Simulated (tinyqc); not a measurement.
Comparisons within one model: two-band k.p model of the X valleys of a zinc-blende crystal. A value that a table varies takes the place of the one given here.

k along the valley axis, counted from X, c = hbar^2/2m0, e = c k^2/ml. H = [[e - D/2, i P k], [-i P k, e + D/2]] with P^2 = D0 c/ml, so E = e -/+ sqrt(D^2/4 + D0 e). For D = 0 (diamond lattice) the bands cross at X.

With x = D/D0: for x < 1 the minima lie at k_m = sqrt(ml D0 (1 - x^2)/(4 c)), the hump at X has the height dE = (D0/4)(1 - x)^2 and the mass at the minimum is ml/(1 - x^2); the mass at X is ml/(1 - 1/x), negative for x < 1. For x > 1 the minimum is at X.

Thermal masses along the axis for one X point, lower band, E from the minimum, on 1601 points from -0.8 to 0.8 1/angstrom: density-of-states mass m_d = c I^2/(pi kT), I = integral of exp(-E/kT) dk; conductivity mass m_c = 2 c kT/<(dE/dk)^2> with central differences.

Constants: hbar^2/2m0 = 3.80998211 eV angstrom^2; kB = 8.617333262e-05 eV/K.

Parameters, chosen for this exercise (of the order of those of cubic SiC; the results hold for these values, not for the real material):
- D0 = 1.008 eV (coupling energy)
- ml = 0.463 m0 (mass along the axis from remote bands)
- D = 3.079 eV (splitting of the two conduction levels at X)
- T = 150 K (temperature)

## From the diamond lattice to a polar crystal

D is varied at fixed D0 and ml.

Results:

| x | D (eV) | k_m (1/angstrom) | dE (meV) | mass at the minimum |
|---|---|---|---|---|
| 0.00 | 0.000 | 0.1750 | 252.00 | 0.463 |
| 0.30 | 0.302 | 0.1669 | 123.48 | 0.509 |
| 0.60 | 0.605 | 0.1400 | 40.32 | 0.723 |
| 0.80 | 0.806 | 0.1050 | 10.08 | 1.286 |
| 0.90 | 0.907 | 0.0763 | 2.52 | 2.437 |
| 1.10 | 1.109 | 0.0000 | 0.00 | 5.093 |
| 1.30 | 1.310 | 0.0000 | 0.00 | 2.006 |
| 2.00 | 2.016 | 0.0000 | 0.00 | 0.926 |
| 4.00 | 4.032 | 0.0000 | 0.00 | 0.617 |

What can be read from the table?

At D = 0 the minima lie 0.1750 1/angstrom from X under a cusp of D0/4 = 252 meV, the pattern of silicon. The hump shrinks as (1 - x)^2, faster than k_m, so at x = 0.9 it is only 2.52 meV although k_m is still 44 % of its first value. The mass diverges at x = 1 from both sides (2.44 at 0.9, 5.09 at 1.1), where the band is quartic.

## Temperature

Thermal masses against T.

Results:

| T (K) | kT (meV) | m_d | m_c |
|---|---|---|---|
| 10 | 0.86 | 0.688 | 0.688 |
| 20 | 1.72 | 0.688 | 0.688 |
| 50 | 4.31 | 0.688 | 0.688 |
| 100 | 8.62 | 0.688 | 0.687 |
| 200 | 17.23 | 0.687 | 0.686 |
| 300 | 25.85 | 0.686 | 0.684 |
| 500 | 43.09 | 0.685 | 0.682 |

How do the results move?

m_d goes from 0.688 to 0.685 and m_c goes from 0.688 to 0.682. Both start from the edge mass 0.688 and tend to ml = 0.463 for kT far above D0. 

## What each parameter does

Shape of the lower band and thermal masses. Each row changes one parameter from the base and keeps the others.

Results:

| case | k_m (1/angstrom) | dE (meV) | m_d (m0) | m_c (m0) |
|---|---|---|---|---|
| base | 0.0000 | 0.000 | 0.687 | 0.686 |
| D = 3.1714 eV | 0.0000 | 0.000 | 0.678 | 0.677 |
| D0 = 1.0382 eV | 0.0000 | 0.000 | 0.697 | 0.696 |
| ml = 0.4491 m0 | 0.0000 | 0.000 | 0.667 | 0.666 |
| T = 145.5 K | 0.0000 | 0.000 | 0.687 | 0.686 |

What does this show?

The largest shifts from the base row, up to three for each result and ties (the steps differ in size, so this ranks the rows, not the parameters). k_m (1/angstrom): unchanged at the printed digits by D, D0, ml and T. dE (meV): unchanged at the printed digits by D, D0, ml and T. m_d (m0): ml -0.021, D0 +0.010, D -0.010; unchanged at the printed digits by T. m_c (m0): ml -0.021, D0 +0.010, D -0.009; unchanged at the printed digits by T.

Computed by tinyqc, a small Python program: `OMP_NUM_THREADS=1 python tinyqc.py 1850489 1850490 out.jsonl` (the numbers bound the seed that draws the inputs); one thread of a shared host (Intel(R) Xeon(R) Processor @ 2.30GHz), about 0.01 s for the whole set of steps.
